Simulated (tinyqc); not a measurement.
What moves the results: phonon-assisted absorption at an indirect gap. A value that a table varies takes the place of the one given here.

alpha(E) = sum_j A_j [N_j (E - Eg + w_j)^2 + (N_j + 1)(E - Eg - w_j)^2], each bracket counted only where its base is positive; N_j = 1/(exp(w_j/kB T) - 1). The first term absorbs a phonon and the second emits one; excitons and direct transitions are left out.

Photodiode (Gaertner form with a dead layer): QE = (1 - R) exp(-alpha xj) [1 - exp(-alpha W)/(1 + alpha L)], R = ((nr - 1)/(nr + 1))^2; responsivity = QE/E in A/W for E in eV.

Constants: kB = 8.617333262e-05 eV/K.

Values chosen for the exercise (loosely those of AlAs at room temperature; Eg is not tied to T; the results hold for these values, not for the real material): Eg = 2.113 eV (indirect gap, held fixed unless listed); w = (44.6, 13.7) meV (two zone-edge phonons); A = (4400, 370) 1/(cm eV^2) (their strengths); T = 300 K; nr = 3.07 (refractive index); xj = 0.055 micrometre (dead layer at the surface); W = 28 micrometre (depleted width); L = 59 micrometre (minority diffusion length below it); E = 2.565 eV (photon energy).

## The square root of alpha at three temperatures

The gap is held fixed, so only the phonon occupations change.

sqrt(alpha) (1/cm^(1/2)):

| E - Eg (eV) | 300 K | 450 K | 600 K |
|---|---|---|---|
| -0.04 | 0.142 | 0.208 | 0.261 |
| -0.02 | 0.760 | 1.111 | 1.394 |
| 0.00 | 1.413 | 2.054 | 2.573 |
| 0.02 | 2.149 | 3.090 | 3.855 |
| 0.04 | 2.996 | 4.239 | 5.255 |
| 0.07 | 4.748 | 6.402 | 7.791 |
| 0.10 | 7.065 | 9.106 | 10.870 |
| 0.15 | 11.247 | 13.972 | 16.385 |
| 0.20 | 15.548 | 18.986 | 22.067 |
| 0.30 | 24.255 | 29.152 | 33.593 |
| 0.45 | 37.393 | 44.510 | 51.011 |
| 0.60 | 50.560 | 59.910 | 68.479 |

Below the gap only phonon absorption acts: at E - Eg = -0.02 eV sqrt(alpha) is 0.760, 1.111 and 1.394 at 300, 450 and 600 K. A straight line through the last two rows meets the axis at E - Eg = +0.0240, +0.0164 and +0.0120 eV: the intercept is roughly a weighted mean of the thresholds, not the gap, and it moves from the emission side towards Eg as the occupations grow. At the last row alpha grows by a factor 1.83 from the lowest to the highest temperature at fixed gap.

## Spectral response

Response:

| E (eV) | wavelength (nm) | alpha (1/cm) | 1/alpha (micrometre) | dead layer | collected | QE | A/W |
|---|---|---|---|---|---|---|---|
| 2.13 | 582 | 4.13 | 2.42e+03 | 1.000 | 0.035 | 0.026 | 0.012 |
| 2.17 | 571 | 15.0 | 667 | 1.000 | 0.119 | 0.088 | 0.041 |
| 2.23 | 556 | 71.6 | 140 | 1.000 | 0.425 | 0.315 | 0.141 |
| 2.31 | 537 | 234 | 42.8 | 0.999 | 0.782 | 0.579 | 0.250 |
| 2.41 | 514 | 576 | 17.4 | 0.997 | 0.955 | 0.705 | 0.293 |
| 2.56 | 484 | 1.38e+03 | 7.25 | 0.992 | 0.998 | 0.734 | 0.287 |
| 2.76 | 449 | 2.99e+03 | 3.34 | 0.984 | 1.000 | 0.729 | 0.264 |
| 3.01 | 412 | 5.88e+03 | 1.70 | 0.968 | 1.000 | 0.718 | 0.238 |
| 3.31 | 375 | 1.06e+04 | 0.942 | 0.943 | 1.000 | 0.699 | 0.211 |
| 3.71 | 334 | 1.91e+04 | 0.524 | 0.900 | 1.000 | 0.667 | 0.180 |

QE is highest, 0.734, at 2.56 eV of those listed and the responsivity at 2.41 eV; reflection alone caps QE at 0.741. Near the gap weak absorption limits it (collected share 0.035); at the top the dead layer passes 0.900. Far above the gap the quadratic law and a constant index are only rough; in the real crystal direct transitions take over near 3 eV, so the rows above that understate alpha.

## What moves the response

At the energy E. Each row changes one parameter from the base and keeps the others.

Results:

| case | alpha (1/cm) | QE |
|---|---|---|
| base | 1411 | 0.7341 |
| Eg = 2.093 eV | 1546 | 0.7341 |
| T = 350 K | 1600 | 0.7340 |
| W = 56 micrometre | 1411 | 0.7356 |
| L = 29.5 micrometre | 1411 | 0.7329 |
| xj = 0.11 micrometre | 1411 | 0.7284 |
| nr = 3.22 | 1411 | 0.7162 |

The largest shifts from the base row, up to three for each result and ties (the steps differ in size, so this ranks the rows, not the parameters). alpha (1/cm): T +189, Eg +135; unchanged at the printed digits by W, L, xj and nr. QE: nr -0.0179, xj -0.0057, W +0.0015; unchanged at the printed digits by Eg.

tinyqc: `OMP_NUM_THREADS=1 python tinyqc.py 1681693 1681694 out.jsonl`; about 0.01 s, one thread, shared Intel(R) Xeon(R) Processor @ 2.30GHz.
